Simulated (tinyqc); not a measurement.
From results back to parameters: shallow donor in effective-mass theory, with valley-orbit splitting. Two cases, with inputs chosen for the exercise.

Problem. Without strain the levels are A1 = E0 - D0 - 4 D1 - D2, T2 = E0 - D0 + D2 and E = E0 - D0 + 2 D1 - D2. They were computed from hidden D0, D1 and D2.

Case 1.

Values chosen (out of a larger set: near those of a group-V donor in Si; not measured data): E0 = -29.4 meV (single-valley level).

A1, T2, E (meV): -43.840  -32.200  -30.880

Case 2.

Values chosen (out of a larger set: near those of a group-V donor in Si; not measured data): E0 = -32.1 meV (single-valley level).

A1, T2, E (meV): -46.090  -34.710  -33.430

Find: D1; D2; D0.

Solution. E - A1 = 6 D1, T2 - E = 2 D2 - 2 D1, and the mean (A1 + 3 T2 + 2 E)/6 is E0 - D0.

Case 1.

D1 = 2.16 meV
D2 = 1.50 meV
D0 = 4.30 meV

Case 2.

D1 = 2.11 meV
D2 = 1.47 meV
D0 = 4.08 meV

Computed by tinyqc, one run a case: `OMP_NUM_THREADS=1 python tinyqc.py N N+1 out.jsonl` with N = 1251458, 1251552; one thread of a shared Intel(R) Xeon(R) Processor @ 2.30GHz, about 0.01 s a run at most.
